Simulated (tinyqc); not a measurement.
On-chip power grid, static voltage drop by conjugate gradients: one step of the calculation.

A grid of 4 rows and 3 columns, node k = 3 row + column. Neighbours in a row are joined by Rx, in a column by Ry; pad nodes, which reach the supply through Rp: 0, 2, 9, 11. Each node draws I0, node 11 draws kh I0. The drops u = Vdd - V solve G u = i, with G the conductance matrix (1/Rp added on the diagonal at pad nodes).

Problem. Diagonal of G, loads and first direction. G_kk = sum of the conductances at node k. Start u = 0, so the residual is r = i; p = r.

Inputs (values chosen for the exercise):

| symbol | value | unit | meaning |
|---|---|---|---|
| Rx | 0.27 | ohm | resistance of a horizontal segment |
| Ry | 0.17 | ohm | resistance of a vertical segment |
| Rp | 0.055 | ohm | resistance from a pad node to the supply |
| I0 | 12 | mA | load current of an ordinary node |
| kh | 8 |  | factor on the load at the hot node |

Give: G_kk; r at the start; p at the start.

Solution.

G_kk (S):
```
	col 0	col 1	col 2
row 0	27.768	13.290	27.768
row 1	15.468	19.172	15.468
row 2	15.468	19.172	15.468
row 3	27.768	13.290	27.768
```

r at the start (mA):
```
	col 0	col 1	col 2
row 0	12.000	12.000	12.000
row 1	12.000	12.000	12.000
row 2	12.000	12.000	12.000
row 3	12.000	12.000	96.000
```

p at the start (mA):
```
	col 0	col 1	col 2
row 0	12.000	12.000	12.000
row 1	12.000	12.000	12.000
row 2	12.000	12.000	12.000
row 3	12.000	12.000	96.000
```

tinyqc, about 0.1 s, one thread, Intel Xeon 2.30GHz (shared host): `OMP_NUM_THREADS=1 python tinyqc.py 2770115 2770116 out.jsonl`
